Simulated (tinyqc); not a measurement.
# Interface traps from C-V curves, high-low and Terman methods, step by step

Program tinyqc, `OMP_NUM_THREADS=1 python tinyqc.py 2030138 2030139 out.jsonl`; Intel Xeon 2.30GHz, shared host, one thread, about 0.01 s. Printed values are rounded.

MOS capacitor on an n-type substrate; psi is the band bending, negative in depletion; only majority carriers are counted. At the bending psi the Fermi level lies y = xi - psi below the conduction edge at the surface, xi = Vt ln(Nc/Nd). Dit(y) = D0 + D1 exp(-y/E1); traps fill up to the Fermi level, follow the bias and a slow signal, and do not follow a fast one. V is the gate voltage from flat band.

Parameters, values chosen for the exercise; band and dielectric values close to those of 4H silicon carbide:
```
symbol   value         unit                                   meaning
T          250            K                               temperature
eps_r     9.62                                  relative permittivity
Nc      1.3e19        cm^-3    conduction-band density of states at T
Nd      6.7e16        cm^-3                             donor density
EOT          2           nm                equivalent oxide thickness
D0      3.5e11  cm^-2 eV^-1       trap density far from the band edge
D1      8.5e12  cm^-2 eV^-1  band-tail density at the conduction edge
E1        0.07           eV                  decay energy of the tail
n            7                                                 points
pa        -0.9            V                      deepest band bending
pb      -0.032            V                   shallowest band bending
```

Constants: q = 1.602176634e-19 C, kB = 1.380649e-23 J/K, Vt = kB T/q, eps0 = 8.8541878128e-14 F/cm where lengths are in cm. Results are converted to the units shown.

Range of the model: Traps more than about 25 kB T below the conduction edge emit electrons too slowly to follow an ordinary sweep, so the deepest points are idealised.

## The curves

Cox = 3.9 eps0/EOT, LD = sqrt(eps0 eps_r Vt/(q Nd)), u = psi/Vt, Cd = (eps0 eps_r/(sqrt(2) LD)) |exp(u) - 1|/sqrt(exp(u) - u - 1). Ideal V0 = psi - sqrt(2) (eps0 eps_r Vt/LD) sqrt(exp(u) - u - 1)/Cox for psi < 0; the traps add dV = (q/Cox) times the integral of Dit from 0 to psi = (q/Cox) [D0 psi + D1 E1 exp(-xi/E1) (exp(psi/E1) - 1)]. 1/C_HF = 1/Cox + 1/Cd, 1/C_LF = 1/Cox + 1/(Cd + q Dit). Take n equally spaced psi from pa to pb.

```
point    psi (V)   y (eV)  Dit (cm^-2 eV^-1)     V0 (V)     V (V)  C_HF (nF/cm^2)  C_LF (nF/cm^2)
0      -0.900000  1.01349         3.50004e11  -0.973408  -1.01355         69.2472         119.354
1      -0.755333  0.86882         3.50035e11  -0.822426  -0.85787         75.4814         125.222
2      -0.610667  0.72416         3.50273e11  -0.670783  -0.70153         83.8156         133.095
3      -0.466000  0.57949         3.52158e11  -0.518216  -0.54425         95.7933         144.621
4      -0.321333  0.43482         3.67048e11  -0.364217  -0.38546         115.247         164.888
5      -0.176667  0.29016         4.84655e11  -0.207515  -0.22329         156.105         217.824
6      -0.032000  0.14549         1.41357e12  -0.041699  -0.04674         339.366         471.625
```

Cox = 1726.57 nF/cm^2

At the deepest bending the traps stretch the gate voltage from -0.973 to -1.01 V.

## High-low extraction

q Dit = (1/C_LF - 1/Cox)^(-1) - (1/C_HF - 1/Cox)^(-1) at each point.

Dit by high-low, point 0 to 6 (cm^-2 eV^-1): [3.50004e11, 3.50035e11, 3.50273e11, 3.52158e11, 3.67048e11, 4.84655e11, 1.41357e12]

With a true high-frequency curve this returns Dit exactly.

## Terman extraction

psi at each point follows from C_HF and the ideal curve. Dit = (Cox/q) d(V - V0)/dpsi by central differences over the two neighbours.

Dit by Terman, point 1 to 5 (cm^-2 eV^-1): [3.50065e11, 3.50514e11, 3.54058e11, 3.82056e11, 6.03190e11]

The differences overstate the curved tail; the largest error is 24 %, at point 5.
